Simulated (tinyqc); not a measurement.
# Charge pumping in an n-channel transistor: effect of temperature

The gate is pulsed from accumulation to inversion and back. Energies E are counted from the intrinsic level; Dit(E) = D0 [1 + b (2 E/Eg)^2]. During each edge the traps near the bands emit their carriers, and those between Eh and Ee recombine once a cycle.

Nc and Nv are given at 300 K and scale as T^1.5, vth as T^0.5; Eg and the cross-sections are held. ni = sqrt(Nc Nv) exp(-Eg/(2 Vt)), Eg in volts; emission times te = (dV/Va) tf and th = (dV/Va) tr; Ee = -Vt ln(vth sn ni te), Eh = +Vt ln(vth sp ni th). Nit = integral of Dit from Eh to Ee = D0 [Ee - Eh + 4 b (Ee^3 - Eh^3)/(3 Eg^2)], Qcp = q A Nit, Icp = f Qcp.

Inputs (values chosen for the exercise); band and dielectric values close to those of silicon:

| symbol | value | unit | meaning |
|---|---|---|---|
| Eg | 1.1 | eV | band gap |
| Nc | 2.79e19 | cm^-3 | conduction-band density of states at 300 K |
| Nv | 2.61e19 | cm^-3 | valence-band density of states at 300 K |
| A | 0.33 | um^2 | gate area |
| D0 | 1.4e10 | cm^-2 eV^-1 | trap density at midgap |
| b | 0 |  | rise of the trap density towards the band edges |
| sn | 2.9e-16 | cm^2 | cross-section for electrons |
| sp | 1.3e-16 | cm^2 | cross-section for holes |
| vth | 1.4e7 | cm/s | thermal velocity at 300 K, one nominal value for electrons and holes |
| dV | 0.99 | V | Vth - Vfb |
| Va | 2.5 | V | pulse height |
| f | 3.1e5 | Hz | frequency |
| tr | 35 | ns | rise time |
| tf | 450 | ns | fall time |

Constants: q = 1.602176634e-19 C, kB = 1.380649e-23 J/K, Vt = kB T/q. Results are converted to the units shown.

Result of one run:
```
Ee (eV)	Eh (eV)	Nit (cm^-2)	Icp (pA)
0.33506	-0.41026	1.0435e10	1.7103
```

Which temperature T gave this result: 180, 260, 340 or 380 K?

T = 260 K.

The whole series:
```
T (K)	Ee (eV)	Eh (eV)	Nit (cm^-2)	Icp (pA)
180	0.41261	-0.46467	1.2282e10	2.0130
220	0.37447	-0.43809	1.1376e10	1.8645
260	0.33506	-0.41026	1.0435e10	1.7103
300	0.29460	-0.38136	9.4635e9	1.5511
340	0.25321	-0.35155	8.4666e9	1.3877
380	0.21101	-0.32091	7.4469e9	1.2206
420	0.16808	-0.28955	6.4069e9	1.0501
```

The window Ee - Eh shrinks from 0.877 to 0.458 eV, since emission is faster when hot, and Icp falls from 2.01 to 1.05 pA.

Range of the model: The Fermi levels of inversion and accumulation are taken to lie beyond Ee and Eh, the flat tops to fill all traps, and no geometric current is added.

Numbers from tinyqc (`OMP_NUM_THREADS=1 python tinyqc.py 2030025 2030026 out.jsonl`; about 0.01 s on one thread of a shared Intel Xeon 2.30GHz).
